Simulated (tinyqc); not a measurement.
Inside a calculation. Method: empirical pseudopotential in a few plane waves. Computed by tinyqc, a small Python program that keeps every step. Settings: plane-wave index or count = 15. Command: `OMP_NUM_THREADS=1 python tinyqc.py 27544 27545 out.jsonl` (the two numbers bound the seeds that draw the settings). One thread of a shared host (Intel(R) Xeon(R) Processor @ 2.60GHz), about 0.2 s of CPU time with the checks.

## Bloch Hamiltonian at k

Parameters chosen for this model: fcc lattice, atoms at +/- a/8 (1,1,1); form factors in rydberg at |G|^2 in units of (2 pi/a)^2:

| parameter | value | unit |
|---|---|---|
| a | 5.730000 | angstrom |
| VS(3) | -0.218000 | Ry |
| VS(8) | 0.022000 | Ry |
| VS(11) | 0.041000 | Ry |
| VA(3) | 0.142000 | Ry |
| VA(4) | 0.096000 | Ry |
| VA(11) | 0.020000 | Ry |
| hbar^2/2m (2 pi/a)^2 | 4.581138 | eV |

k point k (2 pi / a): 0.340000  0.040000  -0.150000

Basis: the 15 shortest G (labels in 2 pi/a), the same at every k. H(G,G') = c |k + G|^2 delta + VS(|G-G'|^2) cos((G-G').tau) + i VA sin((G-G').tau), tau = a/8 (1,1,1); 1 Ry = 13.605693 eV.

H(k) at k (eV), lower triangle (Hermitian):
```
                     +0+0+0               -1-1-1               -1-1+1               -1+1-1
+0+0+0             0.639985
-1-1-1   2.097308-1.366136i            12.276077
-1-1+1  -2.097308-1.366136i   0.000000+1.306147i             9.527394
-1+1-1  -2.097308-1.366136i   0.000000+1.306147i             0.299325            13.009059
-1+1+1  -2.097308+1.366136i            -0.299325   0.000000+1.306147i   0.000000+1.306147i
+1-1-1  -2.097308-1.366136i   0.000000+1.306147i             0.299325             0.299325
+1-1+1  -2.097308+1.366136i            -0.299325   0.000000+1.306147i             0.000000
+1+1-1  -2.097308+1.366136i            -0.299325             0.000000   0.000000+1.306147i
+1+1+1   2.097308+1.366136i             0.000000            -0.299325            -0.299325
-2+0+0   0.000000-1.306147i  -2.097308+1.366136i  -2.097308-1.366136i  -2.097308-1.366136i
+0-2+0   0.000000-1.306147i  -2.097308+1.366136i  -2.097308-1.366136i   0.394448-0.192414i
+0+0-2   0.000000-1.306147i  -2.097308+1.366136i   0.394448-0.192414i  -2.097308-1.366136i
+0+0+2   0.000000+1.306147i  -0.394448-0.192414i   2.097308+1.366136i  -0.394448+0.192414i
+0+2+0   0.000000+1.306147i  -0.394448-0.192414i  -0.394448+0.192414i   2.097308+1.366136i
+2+0+0   0.000000+1.306147i  -0.394448-0.192414i  -0.394448+0.192414i  -0.394448+0.192414i

                     -1+1+1               +1-1-1               +1-1+1               +1+1-1
-1+1+1            10.260376
+1-1-1             0.000000            18.506425
+1-1+1             0.299325   0.000000+1.306147i            15.757742
+1+1-1             0.299325   0.000000+1.306147i             0.299325            19.239407
+1+1+1   0.000000+1.306147i            -0.299325   0.000000+1.306147i   0.000000+1.306147i
-2+0+0   2.097308-1.366136i   0.394448-0.192414i  -0.394448-0.192414i  -0.394448-0.192414i
+0-2+0  -0.394448-0.192414i  -2.097308-1.366136i   2.097308-1.366136i  -0.394448-0.192414i
+0+0-2  -0.394448-0.192414i  -2.097308-1.366136i  -0.394448-0.192414i   2.097308-1.366136i
+0+0+2  -2.097308+1.366136i  -0.394448+0.192414i  -2.097308+1.366136i   0.394448+0.192414i
+0+2+0  -2.097308+1.366136i  -0.394448+0.192414i   0.394448+0.192414i  -2.097308+1.366136i
+2+0+0   0.394448+0.192414i   2.097308+1.366136i  -2.097308+1.366136i  -2.097308+1.366136i

                     +1+1+1     -2+0+0     +0-2+0     +0+0-2
+1+1+1            16.490724
-2+0+0  -0.394448+0.192414i  12.734191
+0-2+0  -0.394448+0.192414i   0.299325  18.231557
+0+0-2  -0.394448+0.192414i   0.299325   0.299325  21.713222
+0+0+2  -2.097308-1.366136i  -0.299325  -0.299325   0.000000
+0+2+0  -2.097308-1.366136i  -0.299325   0.000000  -0.299325
+2+0+0  -2.097308-1.366136i   0.000000  -0.299325  -0.299325

           +0+0+2     +0+2+0     +2+0+0
+0+0+2  16.215856
+0+2+0   0.299325  19.697521
+2+0+0   0.299325   0.299325  25.194887
```

## Levels at k

Diagonalise the Hermitian matrix.

eigenvalues (eV): -4.874992  6.975803  8.298218  8.671267  12.940221  13.806298  15.347988  15.626816  16.504329  18.170869  20.753263  21.752140  23.000644  24.268334  28.253223

## Bands along a path

The same steps at evenly spaced points between the labelled ones.

Bands along the path (eV), lowest eight:

| k | band 1 | band 2 | band 3 | band 4 | band 5 | band 6 | band 7 | band 8 |
|---|---|---|---|---|---|---|---|---|
| L | -3.796779 | 4.319362 | 8.706037 | 8.706037 | 11.926421 | 14.611124 | 14.611124 | 18.155111 |
| L-G 0.20 | -4.180451 | 4.788765 | 8.626583 | 8.626583 | 11.898557 | 14.645959 | 14.645959 | 18.150895 |
| L-G 0.40 | -4.583365 | 5.682144 | 8.678000 | 8.678000 | 12.049030 | 14.869728 | 14.869728 | 16.762311 |
| L-G 0.60 | -4.925047 | 6.873968 | 8.817962 | 8.817962 | 12.176855 | 14.977242 | 14.977242 | 15.179789 |
| L-G 0.80 | -5.149872 | 8.194350 | 8.971737 | 8.971737 | 11.704267 | 14.505198 | 14.703007 | 14.703007 |
| G | -5.227899 | 9.040546 | 9.040546 | 9.040546 | 11.023792 | 14.519925 | 14.519925 | 14.519925 |
| G-X 0.20 | -5.123843 | 8.199147 | 8.800163 | 8.800163 | 12.016270 | 14.019276 | 15.001367 | 15.001367 |
| G-X 0.40 | -4.823779 | 6.980240 | 8.298416 | 8.298416 | 12.903904 | 13.516410 | 15.631721 | 16.213883 |
| G-X 0.60 | -4.367155 | 5.898883 | 7.841795 | 7.841795 | 12.187329 | 12.972275 | 16.857453 | 17.828507 |
| G-X 0.80 | -3.829243 | 5.047391 | 7.590985 | 7.590985 | 11.638363 | 12.299893 | 19.097103 | 19.685589 |
| X | -3.326002 | 4.542642 | 7.617993 | 7.617993 | 11.514689 | 12.109974 | 21.568807 | 21.754366 |

With 4 band(s) filled, the highest filled level on these points lies at G and the lowest empty one at G: a gap of 1.9832 eV, direct. This holds for the small fixed basis; with all plane waves up to |k + G|^2 = 21 (2 pi/a)^2 the gap along the path is 1.84 eV.

## Convergence with the number of plane waves

Levels at G counted from the fourth one.

Levels (eV):

| plane waves | level 1 | level 5 | level 8 |
|---|---|---|---|
| 9 | -15.614179 | 1.893306 | 2.612293 |
| 15 | -14.268445 | 1.983246 | 5.479380 |
| 27 | -13.310061 | 1.857759 | 5.990463 |
| 51 | -12.906502 | 1.782138 | 6.212273 |
| 59 | -12.820460 | 1.828867 | 6.056215 |
| 65 | -12.808089 | 1.829183 | 6.048708 |
| 89 | -12.801774 | 1.831417 | 6.051029 |
